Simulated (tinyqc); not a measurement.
# Changing the silicon available t_Si

Model: thermodynamics of metal silicides: hull, first phase, silicon consumed, nucleation and stability against SiO2. Computed by tinyqc, a small Python program. Command: `OMP_NUM_THREADS=1 python tinyqc.py 3006593 3006594 out.jsonl silphase sweep`. One thread of a shared host (Intel(R) Xeon(R) Processor @ 2.30GHz), about 0.01 s of CPU time with the checks.

Entropies of formation of the solids are neglected, so heats stand for free energies. Si fractions: M5Si3 0.3750, MSi 0.5000, MSi2 0.6667.

Inputs (values chosen for the exercise, for a model metal): heat of formation of M5Si3 = -79.2 kJ/mol atoms; heat of formation of MSi = -63.2 kJ/mol atoms; heat of formation of MSi2 = -44.3 kJ/mol atoms; molar volume of M = 10.64 cm^3/mol; molar volume of Si = 12.06 cm^3/mol; metal thickness t = 40 nm.

Phases: M5Si3, MSi, MSi2.

Method. A phase is stable if it lies below every straight line between a phase on its left and one on its right (M and Si at zero). Distance = its heat less the lowest such line, negative for a stable phase. Overall Si fraction x0 = (t_Si/V_Si)/(t_Si/V_Si + t/V_M). In equilibrium the two stable phases that bracket x0 share the atoms by the lever rule.

One run for each value:
```
silicon available t_Si (nm)  overall Si fraction x0  share of atoms in the Si-richer phase
12                                          0.20928                                0.55809
33                                          0.42125                                0.15857
54                                          0.54360                                0.57805
75                                          0.62324                                0.85112
96                                          0.67922                                0.03766
117                                         0.72072                                0.16215
138                                         0.75271                                0.25812
159                                         0.77812                                0.33436
180                                         0.79880                                0.39640
```

What does the table show, and why?

Over the rows, overall Si fraction x0 rises from 0.209 to 0.799 (exponent d ln y / d ln x 0.69 between the first rows and 0.21 between the last); share of atoms in the Si-richer phase lies between 0.0377 and 0.851 without a single trend. The share restarts from zero each time x0 passes the composition of a stable phase.

Extremes, crossings and ranges named in words are read from the listed rows.
